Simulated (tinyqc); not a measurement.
# Free and trapped electrons in a MOS channel with a dense trap tail, step by step

Program tinyqc, `OMP_NUM_THREADS=1 python tinyqc.py 2222239 2222240 out.jsonl`; Intel Xeon 2.30GHz, shared host, one thread, about 0.02 s. Printed values are rounded.

p-type body, charge-sheet picture, full ionisation (an idealisation for deep acceptors), Boltzmann statistics for free electrons. e = Ec - EF at the surface. Acceptor-like traps of density D(E) = D0 + De exp(-E/Ew) at depth E below Ec, from 0 to Eu, hold n_t = integral of D(E)/(1 + exp((e - E)/Vt)). psi = Eg - Vt ln(Nv/Na) - e; N_dep = sqrt(2 eps0 eps_r Na (psi - Vt)/q); n_f = sqrt(N_dep^2 + 2 eps0 eps_r Vt Nc exp(-e/Vt)/q) - N_dep; Vg = Vfb + psi + q (N_dep + n_t + n_f)/Cox, Cox = eps0 eox/tox.

Parameters, values chosen for the exercise; band and dielectric values close to those of 4H silicon carbide: temperature T = 400 K; band gap Eg = 3.21 eV; relative permittivity eps_r = 9.56; conduction-band density of states at T Nc = 2.66e19 cm^-3; valence-band density of states at T Nv = 3.79e19 cm^-3; relative permittivity of the insulator eox = 3.9; insulator thickness tox = 36 nm; acceptor density Na = 1.6e16 cm^-3; flat-band voltage without trapped charge Vfb = -1.99 V; constant background density of acceptor-like traps D0 = 1.8e10 cm^-2 eV^-1; density of the tail at the conduction edge De = 3e13 cm^-2 eV^-1; decay energy of the tail Ew = 0.06 eV; depth below Ec down to which the traps reach Eu = 0.59 eV; mobility of free electrons mf = 190 cm^2/(V s); Ec - EF at the surface e = 0.146 eV.

Constants: q = 1.602176634e-19 C, kB = 1.380649e-23 J/K, Vt = kB T/q, eps0 = 8.8541878128e-14 F/cm where lengths are in cm. Results are converted to the units shown.

## Trapped charge

Trapezoid rule on 12 equal steps from 0 to Eu, f = 1/(1 + exp((e - E)/Vt)).

| point | E (eV) | D(E) f (cm^-2 eV^-1) |
|---|---|---|
| 0 | 0 | 4.281770e11 |
| 1 | 0.04916667 | 7.522766e11 |
| 2 | 0.09833333 | 1.171978e12 |
| 3 | 0.1475 | 1.320784e12 |
| 4 | 0.1966667 | 9.344784e11 |
| 5 | 0.2458333 | 4.895278e11 |
| 6 | 0.295 | 2.345934e11 |
| 7 | 0.3441667 | 1.144542e11 |
| 8 | 0.3933333 | 6.061939e10 |
| 9 | 0.4425 | 3.679504e10 |
| 10 | 0.4916667 | 2.628435e10 |
| 11 | 0.5408333 | 2.165100e10 |
| 12 | 0.59 | 1.960896e10 |

n_t = 2.648773e11 cm^-2

With 1600 steps n_t = 2.659e11 cm^-2; the coarse value is 0.39 % below it.

## Charges and gate voltage

psi, N_dep, n_f and Vg as defined, with the n_t given; free share n_f/(n_f + n_t); apparent mobility mf n_f/(n_f + n_t); gate voltage spent on traps q n_t/Cox.

psi = 2.796169 V
N_dep = 6.832999e11 cm^-2
n_f = 9.586007e10 cm^-2
Vg = 2.550045 V
free share = 26.57337 %
apparent mobility = 50.48940 cm^2/(V s)
gate voltage spent on traps = 0.4424297 V
